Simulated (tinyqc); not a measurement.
Bloch-Grueneisen resistivity of a metal: one step, computed by the program tinyqc.

Electrons scatter from a Debye spectrum of phonons (n = 5 for scattering within one band, n = 3 for scattering into a second, heavy band) and from static defects.

Task: The integral and the phonon part. J_n(y) = int_0^y x^n e^x/(e^x - 1)^2 dx, by 96 Gauss-Legendre points (upper limit at most 60). rho_ph = (n - 1) rho_1 (T/Theta)^n J_n(Theta/T), with rho_1 = 2 pi lambda_tr k_B Theta/(hbar eps_0 w_p^2), the high-temperature line at T = Theta.

Inputs (values chosen for the exercise, modelled on nickel): exponent n = 5; Debye temperature Theta = 378 K; temperature T = 373 K.

Addition: none.

rho_1 = 9.834022 microohm cm

Give: Theta/T; J_n; phonon resistivity rho_ph.

Result:

Theta/T = 1.013

J_n = 0.2492

phonon resistivity rho_ph = 9.171 microohm cm

This is 94.5 % of the straight line rho_1 T/Theta.
